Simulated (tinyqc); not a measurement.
Worked calculation: CCD on RHF in the sto-3g basis, for H4, spin multiplicity 1. One step of it, computed by the program tinyqc.

Problem. Iteration 1: building the Fock matrix. J_ij = sum D_kl (ij|kl), K_ij = sum D_kl (ik|jl); F = H + J - 0.5 K; E = tr D H + tr D J / 2 - 0.25 tr D K + E_nn.

D at the start, order 1H 1s, 2H 1s, 3H 1s, 4H 1s:
$$\begin{pmatrix}
0.302255 & 0.549916 & -0.296123 & -0.246138 \\
0.549916 & 1.226516 & -0.078720 & -0.296123 \\
-0.296123 & -0.078720 & 1.226516 & 0.549916 \\
-0.246138 & -0.296123 & 0.549916 & 0.302255
\end{pmatrix}$$

core Hamiltonian H = T + V (hartree), order 1H 1s, 2H 1s, 3H 1s, 4H 1s:
$$\begin{pmatrix}
-1.418619 & -0.991931 & -0.215606 & -0.036692 \\
-0.991931 & -1.703697 & -0.859161 & -0.215606 \\
-0.215606 & -0.859161 & -1.703697 & -0.991931 \\
-0.036692 & -0.215606 & -0.991931 & -1.418619
\end{pmatrix}$$

Two-electron integrals (ij|kl) in chemists' order, unique and non-zero (hartree):
```
(11|11) 0.774606   (21|11) 0.324825   (21|21) 0.172034   (22|11) 0.488922
(22|21) 0.324825   (22|22) 0.774606   (31|11) 0.045807   (31|21) 0.027011
(31|22) 0.058661   (31|31) 0.005118   (32|11) 0.144288   (32|21) 0.098324
(32|22) 0.251027   (32|31) 0.022118   (32|32) 0.109252   (33|11) 0.251053
(33|21) 0.168162   (33|22) 0.436033   (33|31) 0.045807   (33|32) 0.251027
(33|33) 0.774606   (41|11) 0.005528   (41|21) 0.003470   (41|22) 0.008042
(41|31) 0.000733   (41|32) 0.003413   (41|33) 0.008042   (41|41) 0.000114
(42|11) 0.027326   (42|21) 0.018202   (42|22) 0.045807   (42|31) 0.004354
(42|32) 0.022118   (42|33) 0.058661   (42|41) 0.000733   (42|42) 0.005118
(43|11) 0.106272   (43|21) 0.068096   (43|22) 0.168162   (43|31) 0.018202
(43|32) 0.098324   (43|33) 0.324825   (43|41) 0.003470   (43|42) 0.027011
(43|43) 0.172034   (44|11) 0.172363   (44|21) 0.106272   (44|22) 0.251053
(44|31) 0.027326   (44|32) 0.144288   (44|33) 0.488922   (44|41) 0.005528
(44|42) 0.045807   (44|43) 0.324825   (44|44) 0.774606
```

nuclear repulsion = 2.23592679 hartree

Give: Coulomb J; exchange K; Fock matrix F; total energy of this density.

Solution.

Coulomb J (hartree), order 1H 1s, 2H 1s, 3H 1s, 4H 1s:
$$\begin{pmatrix}
1.5992 & 0.9551 & 0.1905 & 0.0292 \\
0.9551 & 2.1454 & 0.8742 & 0.1905 \\
0.1905 & 0.8742 & 2.1454 & 0.9551 \\
0.0292 & 0.1905 & 0.9551 & 1.5992
\end{pmatrix}$$

exchange K (hartree), order 1H 1s, 2H 1s, 3H 1s, 4H 1s:
$$\begin{pmatrix}
0.7733 & 0.8132 & 0.1620 & -0.0297 \\
0.8132 & 1.3853 & 0.6313 & 0.1620 \\
0.1620 & 0.6313 & 1.3853 & 0.8132 \\
-0.0297 & 0.1620 & 0.8132 & 0.7733
\end{pmatrix}$$

Fock matrix F (hartree), order 1H 1s, 2H 1s, 3H 1s, 4H 1s:
$$\begin{pmatrix}
-0.2061 & -0.4435 & -0.1061 & 0.0074 \\
-0.4435 & -0.2510 & -0.3006 & -0.1061 \\
-0.1061 & -0.3006 & -0.2510 & -0.4435 \\
0.0074 & -0.1061 & -0.4435 & -0.2061
\end{pmatrix}$$

total energy of this density = -1.942263 hartree
